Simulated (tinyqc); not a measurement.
# Area and perimeter leakage from two diodes

Inverse problem. A square diode and a finger diode leak I = JA area + JP perimeter. Find JA, JP and the side of the square at which both parts are equal.

areas (um^2): 90000  140000
perimeters (um): 1200  28700
leakage currents (pA): 5.484  18.459000

Solution. Two linear equations give JA and JP; for a square of side a, JA a^2 = 4 JP a at a = 4 JP/JA.

JA = 5.600e-9 A/cm^2
JP = 3.700e-12 A/cm
side for equal parts = 26.43 um

Numbers from tinyqc (`OMP_NUM_THREADS=1 python tinyqc.py 2290035 2290036 out.jsonl`; about 0.01 s on one thread of a shared Intel Xeon 2.30GHz).
